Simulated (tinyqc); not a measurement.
Current of a Schottky diode by thermionic-emission-diffusion theory, and its read-back from I-V-T and C-V data: one step, computed by the program tinyqc.

Full ionisation, no tunnelling, no recombination current. V is the voltage across the junction itself, forward positive.

Task: Current. N_c(T) = N_c (T/300 K)^(3/2); V_bi = phi_0 - (k_B T/e) ln(N_c(T)/N); surface field F = sqrt(2 e N (V_bi - V - k_B T/e)/(eps eps_0)); image lowering d_phi = sqrt(e F/(4 pi eps eps_0)); effective barrier phi = phi_0 - d_phi - sigma^2 (1 - rho V)/(2 k_B T). Collection velocity v_R = A* T^2/(e N_c(T)); diffusion velocity v_D = mu F; J = e N_c(T) v_R/(1 + v_R/v_D) exp(-phi/k_B T) [exp(e V/k_B T) - 1]. Terminal voltage V + J R_s.

Inputs (values chosen for the exercise, modelled on p-type silicon):
```
quantity                                     value           unit
Richardson constant A*                        30.9   A/(cm^2 K^2)
effective density of states at 300 K, N_c  2.6e+19         1/cm^3
permittivity eps                              11.7              -
mobility mu                                    420     cm^2/(V s)
barrier without image force phi_0 (mean)     0.527             eV
doping N                                   2.1e+17         1/cm^3
series resistance R_s                         0.29  milliohm cm^2
junction voltage V                            0.15              V
temperature T                                  300              K
standard deviation sigma                        42            meV
relative change of sigma^2 with bias, rho      0.3            1/V
```

Barrier: Gaussian spread of heights.

Constants: k_B = 8.617333262e-05 eV/K; e = 1.602176634e-19 C; eps_0 = 8.8541878128e-12 F/m.

Give: v_R; v_D; current density J; terminal voltage.

Result:

v_R = 6.6760e+05 cm/s

v_D = 5.0953e+07 cm/s

current density J = 19.971 A/cm^2

terminal voltage = 0.15579 V

v_D/v_R = 76.3: emission over the barrier limits the current.
